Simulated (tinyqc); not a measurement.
Stress in a transistor channel from embedded alloy regions, liners and fins, by half-space elasticity: one step, computed by the program tinyqc.

Plane strain in an isotropic half-space, the same constants everywhere; x along the channel from its centre, y downwards from the free surface; stress is positive in tension.

Question. Mobility change, linear estimate. d mu/mu = -(pi_L s_xx + pi_z s_yy) for the embedded regions alone; the stress across the width is left out.

Inputs (values chosen for the exercise, modelled on silicon): longitudinal piezoresistance coefficient = 74.4 1e-11/Pa; vertical piezoresistance coefficient = -1.1 1e-11/Pa.

Stressor: Si(1-x)Ge(x) source and drain.

s_xx = -2057.501 MPa

s_yy = -4.150764 MPa

Give: mobility change.

Answer.

mobility change = 153.1 %

The vertical stress supplies -0.0046 of these points. Caution: beyond a few hundred MPa bulk piezoresistance coefficients no longer describe an inversion layer well.
